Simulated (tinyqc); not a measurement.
From results back to parameters: smearing for a one-band metal on the simple cubic lattice. Three cases, with inputs chosen for the exercise.

Problem. With Gaussian smearing, f = erfc(x)/2, s = exp(-x^2)/(2 sqrt(pi)), x = (E_k - mu)/sigma and free energy F = E - sigma S, small widths give F(sigma) = E0 - D sigma^2/4, where D is the density of states at the Fermi level (both spins, per cell). F at two widths was computed from hidden E0 and D.

Case 1.

Values chosen: s1 = 0.083 eV; s2 = 0.166 eV.
F(s1) = -1.2117984 eV
F(s2) = -1.2207937 eV

Case 2.

Values chosen: s1 = 0.121 eV; s2 = 0.242 eV.
F(s1) = -2.2191976 eV
F(s2) = -2.2272904 eV

Case 3.

Values chosen: s1 = 0.05 eV; s2 = 0.1 eV.
F(s1) = -0.7510100 eV
F(s2) = -0.7531400 eV

Find: D; E0.

Solution. D = 4 (F(s1) - F(s2))/(s2^2 - s1^2); E0 = F(s1) + D s1^2/4.

Case 1.

D = 1.741 1/eV
E0 = -1.2088 eV

Case 2.

D = 0.737 1/eV
E0 = -2.2165 eV

Case 3.

D = 1.136 1/eV
E0 = -0.7503 eV

Computed by tinyqc, one run a case: `OMP_NUM_THREADS=1 python tinyqc.py N N+1 out.jsonl` with N = 1650060, 1650141, 1650283; one thread of a shared Intel(R) Xeon(R) Processor @ 2.30GHz, about 0.3 s a run at most.
